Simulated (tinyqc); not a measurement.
Trench capacitor in an array: capacitance, non-linearity, leakage and relaxation: one step of the calculation.

A film between two metal electrodes, each interface adding a series capacitance ci. The small-signal permittivity is ek (1 + aq E^2); the field is found with the linear permittivity. Leakage J = J0 sinh(E/Ef). After a voltage step the film passes a relaxation current kr C V tt^(-nr), tt being the time in seconds. The sidewall is a coaxial capacitor with radii a = dm/2 - t and b = dm/2, depth AR dm; the end face is left out.

Task. Planar capacitance, field and non-linearity. Planar film: Cf = eps0 ek/t, 1/C = 1/Cf + 2/ci, EOT = 3.9 eps0/C, effective permittivity C t/eps0, E = (V/t) C/Cf; quadratic coefficient [C(V)/C - 1]/V^2 with Cf (1 + aq E^2) in C(V).

Parameters, values chosen for the exercise; permittivity of the order of that of strontium titanate:
- ek = 161 (relative permittivity of the film)
- t = 8.8 nm (film thickness)
- ci = 270 uF/cm^2 (capacitance of each electrode interface (dead layer and screening))
- aq = -0.066 cm^2/MV^2 (quadratic field coefficient of the permittivity)
- V = 1.5 V (bias)
- J0 = 2.9e-10 A/cm^2 (leakage prefactor)
- Ef = 0.42 MV/cm (field for an e-fold rise of the leakage)

Constants: eps0 = 8.8541878128e-14 F/cm where lengths are in cm. Results are converted to the units shown.

Give: Cf; C; EOT; effective permittivity; E; quadratic coefficient; J.

Result.

Cf = 16.199 uF/cm^2
C = 14.464 uF/cm^2
EOT = 0.23875 nm
effective permittivity = 143.75
E = 1.5219 MV/cm
quadratic coefficient = -61674 ppm/V^2
J = 5.4298e-9 A/cm^2

The interfaces take 10.7 % of the voltage.

Computed by the program tinyqc: `OMP_NUM_THREADS=1 python tinyqc.py 2102024 2102025 out.jsonl`, one thread of a shared Intel Xeon 2.30GHz, about 0.01 s for the whole run.
